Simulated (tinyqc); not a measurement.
Estimate of lattice thermal conductivity from elastic moduli (Slack, Klemens and Cahill formulas). Changing the grain size d. Computed by tinyqc, a small Python program. Command: `OMP_NUM_THREADS=1 python tinyqc.py 3010917 3010918 out.jsonl slack sweep`. One thread of a shared host (Intel(R) Xeon(R) Processor @ 2.30GHz), about 0.01 s of CPU time with the checks.

An isotropic solid.

Inputs (values chosen for the exercise, for a model crystal):
```
quantity,value,unit
bulk modulus B,22.5,GPa
shear modulus G,12.9,GPa
volume per atom V,32.4,angstrom^3
mean atomic mass M,47.4,u
atoms per primitive cell n,1,-
volume expansion coefficient alpha_V,57.3,ppm/K
temperature T,300,K
disorder parameter Gamma,0.19,-
```

Grueneisen parameter: from thermal expansion.

Constants: u = 1.6605390666e-27 kg; hbar = 1.054571817e-34 J s; k_B = 1.380649e-23 J/K; h = 6.62607015e-34 J s.

Method:
- rho = M/V; vL = sqrt((B + 4G/3)/rho), vT = sqrt(G/rho); v_m = [(vL^-3 + 2 vT^-3)/3]^(-1/3); Poisson ratio sigma = (3B - 2G)/(6B + 2G); Theta = hbar v_m (6 pi^2/V)^(1/3)/k_B.
- gamma = alpha_V B V/(3 k_B), with the classical heat capacity 3 k_B per atom.
- Slack, an estimate for T near or above Theta_a: kappa = A M Theta_a^3 delta n^(1/3)/(gamma^2 T) in W/(m K), with M in u, delta = V^(1/3) in angstrom, Theta_a = Theta n^(-1/3) and A = 2.43e-6/(1 - 0.514/gamma + 0.228/gamma^2).
- High-temperature forms with the classical heat capacity. Klemens: kappa/kappa_0 = arctan(u)/u, u^2 = pi^2 Theta V Gamma kappa_0/(h v_m^2). Grains: 1/kappa_poly = 1/kappa + 1/(C v_m d/3), C = 3 k_B/(n V), the acoustic branches alone.
- Cahill minimum: kappa_min = (pi/6)^(1/3) k_B V^(-2/3) sum over L, T, T of v (T/Theta_i)^2 int_0^(Theta_i/T) x^3 e^x/(e^x - 1)^2 dx, Theta_i = Theta v_i/v_m (64 Gauss-Legendre points).
- Its high-temperature limit is (1/2) (pi/6)^(1/3) k_B V^(-2/3) (vL + 2 vT).

One run for each value:
```
grain size d (nm),kappa of the polycrystal (W/(m K)),grain-boundary limit (W/(m K)),kappa_poly/kappa_min
5,2.2491,5.4568e+00,4.9492
20,3.2555,2.1827e+01,7.1636
50,3.5754,5.4568e+01,7.8677
200,3.7602,2.1827e+02,8.2743
500,3.7995,5.4568e+02,8.3608
2000,3.8194,2.1827e+03,8.4046
5000,3.8234,5.4568e+03,8.4135
20000,3.8254,2.1827e+04,8.4179
50000,3.8258,5.4568e+04,8.4188
```

Over the rows, kappa of the polycrystal (W/(m K)) rises from 2.25 to 3.83 (exponent d ln y / d ln x 0.27 between the first rows and 1.1e-4 between the last); grain-boundary limit (W/(m K)) rises from 5.46 to 54600 (exponent d ln y / d ln x about 1.0 throughout); kappa_poly/kappa_min rises from 4.95 to 8.42 (exponent d ln y / d ln x 0.27 between the first rows and 1.1e-4 between the last). At the high end the exponent of kappa of the polycrystal is 0.00, close to 0: grains are larger than the free path. The two resistivities add, so grains matter once the boundary limit, proportional to d, falls to the size of kappa with point defects.

Extremes, crossings and ranges named in words are read from the listed rows.
